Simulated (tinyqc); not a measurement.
Out-diffusion of a doped substrate or buried layer into a growing epitaxial film. From x_t after growth, erfc alone back to growth rate v. Computed by tinyqc, a small Python program. Command: `OMP_NUM_THREADS=1 python tinyqc.py 3030123 3030124 out.jsonl buried inv`. One thread of a shared host (Intel(R) Xeon(R) Processor @ 2.30GHz), about 0.02 s of CPU time with the checks.

x is counted from the original substrate surface into the film, whose surface moves as x = v t. Substrate dopant has one diffusivity; the dopant of the film is taken as uniform.

Inputs (values chosen for the exercise, modelled on arsenic in silicon):
```
quantity                                            value    unit
prefactor D0                                         10.5  cm^2/s
activation energy E                                  3.99      eV
substrate concentration C_s                       1.8e+19  1/cm^3
film doping C_e                                   2.5e+15  1/cm^3
film thickness d                                     0.95      um
growth temperature T                                 1050       C
autodoping level at the start, as a share of C_s    2e-05       -
decay length of autodoping                           0.58      um
later thermal budget (Dt)2                        1.8e-10    cm^2
```

Film doping: same type as the substrate.

Constants: k_B = 8.617333262e-05 eV/K.

Method:
- D = D0 exp(-E/(k_B T)); growth time t = d/v; l = 2 sqrt(D t); growth number G = v t/l = d/l; 1 um = 1e-4 cm.
- Temperatures in kelvin are T(C) + 273.15.
- After growth and the later budget: l2 = 2 sqrt(D t + (Dt)2); C(x) = (C_s/2) erfc(x/l2) + share x C_s exp(-x/decay length) for x > 0 (autodoping taken as unchanged by the later budget). The transition x_t solves C(x) = C_e, where the total doping is twice the intended value.
- Usable film = d - x_t. Also give x_t for the erfc term alone, after growth and after the later budget.

Question. A run gave the result below. Find the growth rate v, known to lie between 0.94 and 2.1 um/min.

x_t after growth, erfc alone = 0.02390605 um

Answer.

Each step takes the trial c = (a f_b - b f_a)/(f_b - f_a), f being the result less the target and a, b, c the logarithms of the listed values; c replaces end b, the old b replaces a if the sign of f changed, and otherwise f_a is halved.

Scan of the range:
```
growth rate v (um/min)  x_t after growth, erfc alone (um)
0.94                                            0.0326743
1.07                                            0.0306251
1.23                                            0.0285639
1.40                                            0.0267736
1.61                                            0.0249665
1.84                                            0.0233540
2.10                                            0.0218605
```

False position (Illinois rule, in the logarithm of the input) inside the bracket:
```
step    end a    end b    trial  x_t after growth, erfc alone (um)
1     1.61000  1.84000  1.75777                          0.0238940
2     1.61000  1.75777  1.75434                          0.0239173
3     1.75777  1.75434  1.75600                          0.0239060
4     1.75434  1.75600  1.75600                          0.0239061
```

x_t after growth, erfc alone falls at every point of a 13-point scan of the range (every second point is shown), so one value fits; it is bracketed by 1.61 and 1.84. The scan shows a pure power law with exponent -0.5000, so scaling from any one row also gives the answer directly. Answer: growth rate v = 1.756 um/min.

Caution: the substrate doping is comparable to or above the intrinsic density at growth temperature, so the diffusivity may be higher on that side.
